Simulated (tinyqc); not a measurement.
From kappa back to effective Grueneisen parameter gamma: Debye-Callaway model of lattice thermal conductivity. Computed by tinyqc, a small Python program. Command: `OMP_NUM_THREADS=1 python tinyqc.py 3011521 3011522 out.jsonl callaway inv`. One thread of a shared host (Intel(R) Xeon(R) Processor @ 2.30GHz), about 0.04 s of CPU time with the checks.

Three acoustic branches with one velocity v, cut at omega_D = k_B Theta/hbar; x = hbar omega/(k_B T). v and Theta are separate inputs: Theta cuts off the heat-carrying modes, so C need not reach 3 k_B/V. gamma is an effective value that sets the umklapp rate.

Inputs (values chosen for the exercise, for a model crystal):
```
quantity                      value        unit
sound velocity v               4220         m/s
Debye temperature Theta         516           K
volume per atom V              10.6  angstrom^3
mean atomic mass M              122           u
umklapp exponent divisor b        2           -
mass variance Gamma         0.00069           -
Casimir length L                160  micrometre
normal-process factor f_N       0.4           -
temperature T                   300           K
```

Sample: crystal. Point defects: isotopes. Normal processes: included.

Constants: k_B = 1.380649e-23 J/K; hbar = 1.054571817e-34 J s; u = 1.6605390666e-27 kg.

Method:
- Gamma is given directly by the isotope mixture. A = V Gamma/(4 pi v^3).
- Rates: point defects A omega^4; umklapp B omega^2 T exp(-Theta/(b T)) with B = hbar gamma^2/(M v^2 Theta); normal processes f_N B omega^2 T (T/Theta)^2. Boundaries: v/L.
- kappa_1 = c int tau_C g dx, g = x^4 e^x/(e^x - 1)^2, c = (k_B/(2 pi^2 v)) (k_B T/hbar)^3, over 0 < x < min(Theta/T, 40), by 96 Gauss-Legendre points in s with x = x_max s^2; 1/tau_C = 1/tau_R + 1/tau_N; kappa_2 = c [int (tau_C/tau_N) g dx]^2 / int (tau_C/(tau_N tau_R)) g dx; kappa = kappa_1 + kappa_2.
- Heat capacity C = 3 c int g dx / v^2; grey free path 3 kappa/(C v); the median free path v tau_C halves kappa_1 when the quadrature points are ordered by free path (each counted at half its weight, interpolated in the logarithm); likewise at 10 % and 90 %.

Problem. A run gave the result below. Find the effective Grueneisen parameter gamma, known to lie between 0.96 and 2.8.

kappa = 324.9656 W/(m K)

Solution.

Each step takes the trial c = (a f_b - b f_a)/(f_b - f_a), f being the result less the target and a, b, c the logarithms of the listed values; c replaces end b, the old b replaces a if the sign of f changed, and otherwise f_a is halved.

Scan of the range:
```
effective Grueneisen parameter gamma  kappa (W/(m K))
0.96                                          644.947
1.15                                          513.402
1.37                                          405.762
1.64                                          314.029
1.96                                          240.099
2.34                                          181.294
2.80                                          134.556
```

False position (Illinois rule, in the logarithm of the input) inside the bracket:
```
step    end a    end b    trial  kappa (W/(m K))
1     1.37000  1.64000  1.60520          324.022
2     1.37000  1.60520  1.59941          325.731
3     1.60520  1.59941  1.60200          324.965
4     1.59941  1.60200  1.60200          324.966
5     1.59941  1.60200  1.60200          324.966
6     1.60200  1.60200  1.60200          324.966
```

Kappa falls at every point of a 13-point scan of the range (every second point is shown), so one value fits; it is bracketed by 1.37 and 1.64. Answer: effective Grueneisen parameter gamma = 1.602.
